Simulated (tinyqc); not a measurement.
Drifting, spreading and decaying minority pulse (Haynes-Shockley), explicit time steps: course in time.

Low injection in a uniform field: dn/dt = D d2n/dx2 - v dn/dx - n/tau with D = mu Vt and v = mu F towards +x. Exact solution on an infinite bar for a Gaussian start at x0: n = N0 exp(-t/tau) exp(-(x - x0 - v t)^2/(2 s^2))/sqrt(2 pi s^2), s^2 = s0^2 + 2 D t.

Exponentially fitted fluxes: d = F hx/Vt, B(d) = d/(exp(d) - 1), k = D dt/hx^2; (L n)_i = a n_(i-1) + b n_i + c n_(i+1) with a = k B(-d), c = k B(d), b = -a - c - dt/tau. Explicit steps keep n positive for dt up to 1/[(D/hx^2)(B(d) + B(-d)) + 1/tau].

Start: Nodes x_i = i hx, i = 1 to 11, n = 0 at nodes 0 and 12; the Gaussian at t = 0 with x0 = 4 hx.

(L n)_i = a n_(i-1) + b n_i + c n_(i+1), n = 0 beyond the ends. Explicit step: n(new) = n + L n.

The same steps, now on nodes 1 to 60 (n = 0 at nodes 0 and 61), for 24 steps; centre = sum x n/sum n. Deviations are from the exact pulse, as a share of its largest value on the nodes; a run counts as stable if they stay under 100 %.

Inputs (values chosen for the exercise); mobility close to that of gallium arsenide at room temperature: temperature T = 300 K; minority-carrier mobility mu = 8150 cm^2/(V s); sweep field along the drift F = 19 V/cm; mesh step hx = 13 um; lifetime tau = 3.2e-8 s; injected sheet density N0 = 3e9 cm^-2; time step dt = 5e-9 s; initial width (standard deviation) s0 = 14 um.

Constants: q = 1.602176634e-19 C, kB = 1.380649e-23 J/K, Vt = kB T/q. Results are converted to the units shown.

Course of the iteration:
```
step  hx sum n (cm^-2)  centre (um)  most negative n (cm^-3), 0 if none  largest deviation (% of the peak)
1            2.52174e9      61.4036                                   0                               30.9
2            2.10450e9      71.3585                                   0                               48.0
3            1.76049e9      81.2293                                   0                               63.0
4            1.48510e9      90.4249                            -1.53e10                               88.9
5            1.24035e9      100.621                            -1.26e11                                175
6            1.05561e9      108.854                            -2.21e11                                281
7            8.74685e8      120.188                            -4.17e11                                507
8            7.55880e8      126.307                            -7.92e11                               1090
9            6.13031e8      140.951                            -1.21e12                               2020
...                ...          ...                                 ...                                ...
16           2.94988e8      129.416                            -5.09e13                             3.17e5
17           2.32383e7      1484.41                            -9.13e13                             6.68e5
18           3.15527e8      92.8136                            -1.52e14                             1.40e6
19          -1.16843e8     -232.384                            -2.72e14                             2.90e6
20           3.87355e8      56.8087                            -4.89e14                             6.18e6
21          -2.70584e8     -79.7015                            -8.28e14                             1.31e7
22           4.69452e8      34.2980                            -1.50e15                             2.71e7
23          -3.46761e8     -49.6601                            -2.69e15                             5.82e7
24           3.50102e8      33.8322                            -4.60e15                             1.23e8
```

Is this run stable, and what does its course show?

No. Negative values appear from step 4 and the deviation grows to 1.2e8 %: 1 + b = -0.496 is negative, and a saw-tooth component is multiplied by 1 + b - a - c = -1.84 a step. A rerun with half the step and 48 steps to the same time stays positive and ends 27 % from the exact pulse.

Numbers from tinyqc (`OMP_NUM_THREADS=1 python tinyqc.py 2310132 2310133 out.jsonl`; about 0.01 s on one thread of a shared Intel Xeon 2.30GHz).
